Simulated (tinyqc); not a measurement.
Swing curve: thickness of the top film: thin-film optics by transfer matrices.

Indices N = n + i k. Snell: N0 sin(theta) = N_j sin(theta_j), with Im(N_j cos theta_j) >= 0. Admittance y_j = N_j cos theta_j for s and N_j/cos theta_j for p. Phase delta_j = 2 pi N_j cos theta_j d_j/lambda. Layer matrix [[cos delta, -i sin delta/y], [-i y sin delta, cos delta]], multiplied from the top down to M. (B, C) = M (1, y_sub); r = (y0 B - C)/(y0 B + C), R = |r|^2, T = 4 Re y0 Re y_sub/|y0 B + C|^2, absorbed in the films 1 - R - T.

Values chosen for the exercise (indices near those of polySi, SiO2 on Al; shifted at random, so the results belong to these values and not to a real crystal): lam = 193 nm (vacuum wavelength); n0 = 1 (ambient index); n = (0.985, 1.538, 0.111) (n of polySi, SiO2, substrate); k = (2.175, 0, 2.249) (k in the same order); d = (57.1, 3.1) nm (thicknesses, top first); theta = 70 degrees (angle of incidence); pol = p (polarisation).

The first entry of d takes the values listed.

Stack:
```
d_1 (nm),R,T,absorbed
57.1,0.3836,0.0000,0.6164
74.7,0.3837,0.0000,0.6163
92.3,0.3837,0.0000,0.6163
109.8,0.3837,0.0000,0.6163
127.4,0.3837,0.0000,0.6163
145.0,0.3837,0.0000,0.6163
162.6,0.3837,0.0000,0.6163
180.1,0.3837,0.0000,0.6163
197.7,0.3837,0.0000,0.6163
215.3,0.3837,0.0000,0.6163
232.9,0.3837,0.0000,0.6163
250.4,0.3837,0.0000,0.6163
268.0,0.3837,0.0000,0.6163
```

R stays at 0.384: the top film absorbs so strongly (k = 2.175) that no wave returns from below, and only its upper face reflects.

Computed by tinyqc, a small Python program: `OMP_NUM_THREADS=1 python tinyqc.py 1651006 1651007 out.jsonl` (the numbers bound the seed that draws the inputs); one thread of a shared host (Intel(R) Xeon(R) Processor @ 2.30GHz), about 0.01 s for the whole set of steps.
